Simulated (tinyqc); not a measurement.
Worked calculation: Raman shift of the zone-centre optical phonon of a diamond-structure crystal under stress. Computed by tinyqc, a small Python program that keeps every step. Command: `OMP_NUM_THREADS=1 python tinyqc.py 3008695 3008696 out.jsonl ramanstress walk`. One thread of a shared host (Intel(R) Xeon(R) Processor @ 2.30GHz), about 0.01 s of CPU time with the checks. Intermediate numbers are printed to about 6 digits and carried at full precision; extremes and crossings named in words are read from the listed rows.

Axes x, y, z are the cube axes. Strain shifts the threefold optical mode and can split it; p, q and r are the phonon deformation potentials.

Inputs (values chosen for the exercise, for a model crystal):

| quantity | value | unit |
|---|---|---|
| unstrained frequency omega_0 | 885 | 1/cm |
| p/omega_0^2 | -1.42 | - |
| q/omega_0^2 | -2.06 | - |
| r/omega_0^2 | -1.22 | - |
| C11 | 319 | GPa |
| C12 | 70.8 | GPa |
| C44 | 175 | GPa |
| stress sigma (tension positive) | -2.4 | GPa |
| polarisation angle phi | 75 | degree |
| temperature coefficient d omega/dT | -0.012 | 1/(cm K) |
| local temperature T | 360 | K |
| laser wavelength | 514.5 | nm |

Stress state: uniaxial. Axis: [110].

Constants: h = 6.62607015e-34 J s; c = 299792458 m/s; k_B = 1.380649e-23 J/K.

## Compliances

S11 = (C11 + C12)/D, S12 = -C12/D, D = (C11 - C12)(C11 + 2 C12), S44 = 1/C44.

S11 = 3.40970 1/TPa

S12 = -0.619309 1/TPa

S44 = 5.71429 1/TPa

## Stress and strain tensors

Uniaxial stress along the unit vector n of the axis: sigma_ij = sigma n_i n_j. eps_xx = S11 sigma_xx + S12 (sigma_yy + sigma_zz), and cyclic; eps_xy = S44 sigma_xy/2 (tensor strain).

stress (GPa):
```
      x     y    z
x  -1.2  -1.2  0.0
y  -1.2  -1.2  0.0
z   0.0   0.0  0.0
```

strain (per mille):
```
          x         y        z
x  -3.34847  -3.42857  0.00000
y  -3.42857  -3.34847  0.00000
z   0.00000   0.00000  1.48634
```

volume strain = -5.21059 per mille

## Secular matrix and shifts

Secular matrix: M_xx = p eps_xx + q (eps_yy + eps_zz), M_xy = 2 r eps_xy; its eigenvalues are omega^2 - omega_0^2, and the shifts are these over 2 omega_0.

M/(2 omega_0) (1/cm):
```
         x        y        z
x  3.80143  3.70183  0.00000
y  3.70183  3.80143  0.00000
z  0.00000  0.00000  5.17065
```

shifts, in rising order (1/cm): 0.09960  5.17065  7.50326

All three modes are split. Compression hardens every mode.

## Mean shift and Grueneisen parameter

gamma = -(p + 2q)/(6 omega_0^2); the mean of the three shifts is -gamma omega_0 x (volume strain).

mode Grueneisen parameter gamma = 0.923333

mean shift = 4.25784 1/cm

## The line seen from a (001) surface

Backscattering from a (001) surface: incident polarisation (cos phi, sin phi, 0). With Raman tensors (R_z)_xy = (R_z)_yx = 1 and cyclic, only the z component u_z of a mode counts: I = u_z^2 sin^2(2 phi) for parallel and u_z^2 cos^2(2 phi) for crossed polarisers. An unresolved line sits at the intensity-weighted shift, which is M_zz/(2 omega_0).

total intensity, parallel = 0.25

total intensity, crossed = 0.75

shift of the observed line = 5.17065 1/cm

shift per stress = -2.15444 1/(cm GPa)

stress per shift = -464.158 MPa cm

The z-polarised mode is an eigenmode here, so one line is seen.

## The same stress in different states

Uniaxial: sigma n n^T; biaxial: sigma (1 - n n^T); hydrostatic: sigma 1. The line seen from (001) is taken as unresolved, at the intensity-weighted shift M_zz/(2 omega_0).

Shifts (1/cm):

| state | lowest | middle | highest | line seen from (001) |
|---|---|---|---|---|
| uniaxial [100] | 2.4322 | 5.1706 | 5.1706 | 5.1706 |
| uniaxial [110] | 0.0996 | 5.1706 | 7.5033 | 5.1706 |
| uniaxial [001] | 2.4322 | 5.1706 | 5.1706 | 2.4322 |
| uniaxial [111] | 1.7900 | 1.7900 | 9.1936 | 4.2578 |
| biaxial, normal [001] | 7.6029 | 7.6029 | 10.3413 | 10.3413 |
| biaxial, normal [111] | 3.5799 | 10.9836 | 10.9836 | 8.5157 |
| hydrostatic | 12.7735 | 12.7735 | 12.7735 | 12.7735 |

Seen from (001), uniaxial stress along [100] and along [110] give the same shift (5.171), and equal biaxial stress in the plane gives twice as much (10.341), since only sigma_xx + sigma_yy and sigma_zz enter M_zz. Stress along [001] gives 2.432. One measured shift therefore fixes the stress only once its state is assumed: read as uniaxial in the plane, a shift implies twice the stress that it does read as biaxial. In the two [111] rows the modes seen are split by 7.4 per cm, more than a line width, so two lines appear there in place of one.

## Heating mistaken for stress

A temperature above 300 K shifts the line by (d omega/dT)(T - 300 K); divided by the shift per stress it poses as a stress; the total shift adds it to the shift of the observed line. The anti-Stokes to Stokes ratio is [(omega_L + omega_0)/(omega_L - omega_0)]^3 exp(-h c omega_0/(k_B T)) in photon counts, omega_L = 1/wavelength, resonance effects left out.

thermal shift = -0.72 1/cm

apparent stress from heating = 0.334194 GPa

total shift = 4.45065 1/cm

anti-Stokes/Stokes ratio = 0.0382503

Heating poses as tension, 14 % of the true stress in size; the intensity ratio gives T apart from the shift.

Checks made by the program: mean of the eigenvalues against the trace rule (relative difference below 1e-10); weighted mean of the modes against M_zz (relative difference below 1e-10).
